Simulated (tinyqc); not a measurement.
## Loss and coupling from a measured resonance

Problem. An all-pass ring of radius Rr has F = FSR/FWHM = pi sqrt(a t)/(1 - a t) and Tmin = (a - t)^2/(1 - a t)^2; it is known to be undercoupled (t > a). a = 10^(-al L/20), L = 2 pi Rr, k2 = 1 - t^2, FSR = lam^2/(ng L). Find ng, al and k2.

Inputs (values chosen for the exercise):

| symbol | value | unit | meaning |
|---|---|---|---|
| lam | 1550 | nm | cold resonance wavelength |
| Rr | 15 | um | ring radius |

FSR = 5.914458635 nm
FWHM = 26.40624848 pm
Tmin (linear) = 0.1421386268

Answer. The finesse gives the product a t, Tmin the difference |a - t|; the spectrum alone cannot tell which is which.

ng = 4.31
al = 8.90 dB/cm
k2 = 0.00870

Numbers from tinyqc (`OMP_NUM_THREADS=1 python tinyqc.py 2650024 2650025 out.jsonl`; about 0.01 s on one thread of a shared Intel Xeon 2.30GHz).
